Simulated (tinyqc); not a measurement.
One-sided p+-n junction, ionisation integral and breakdown: one step of the calculation.

A p+ layer at x < 0 and an n drift layer from x = 0. Depletion approximation, built-in voltage neglected. Local ionisation coefficients alpha_n = an exp(-(bn/E)^mx), alpha_p = ap exp(-(bp/E)^mx). Electrons move towards +x, holes towards x = 0.

Question. Field and ionisation coefficients on a grid. W = sqrt(2 eps0 eps_r V/(q N)), peak field E0 = q N W/(eps0 eps_r), falling linearly to 0 at W. Grid: 10 equal steps from 0 to fr W.

Values chosen for this exercise; material values close to those of 4H silicon carbide:

| symbol | value | unit | meaning |
|---|---|---|---|
| eps_r | 9.51 |  | relative permittivity |
| an | 1.72e8 | 1/cm | prefactor of the electron ionisation coefficient |
| bn | 3.27e7 | V/cm | field constant for electrons |
| ap | 3.46e8 | 1/cm | prefactor of the hole ionisation coefficient |
| bp | 2.35e7 | V/cm | field constant for holes |
| mx | 1 |  | exponent |
| N | 3.5e15 | cm^-3 | donor density of the drift layer |
| V | 3230 | V | reverse voltage |
| fr | 0.5 |  | share of the depleted width that the grid covers |

Constants: q = 1.602176634e-19 C, eps0 = 8.8541878128e-14 F/cm where lengths are in cm. Results are converted to the units shown.

Give: W; x; E; alpha_n; alpha_p.

Answer.

W = 31.15 um

```
point  x (um)  E (kV/cm)  alpha_n (1/cm)  alpha_p (1/cm)
0        0.00       2074           24.47            4155
1        1.56       1970           10.67            2289
2        3.11       1867           4.245            1180
3        4.67       1763           1.515           562.6
4        6.23       1659          0.4753           244.6
5        7.79       1556          0.1278           95.14
6        9.34       1452         0.02846           32.34
7       10.90       1348        0.005034           9.312
8       12.46       1244        6.670e-4           2.179
9       14.02       1141        6.119e-5          0.3914
10      15.57       1037        3.482e-6         0.04989
```

Program tinyqc, `OMP_NUM_THREADS=1 python tinyqc.py 2120106 2120107 out.jsonl`; Intel Xeon 2.30GHz, shared host, one thread, about 0.1 s.
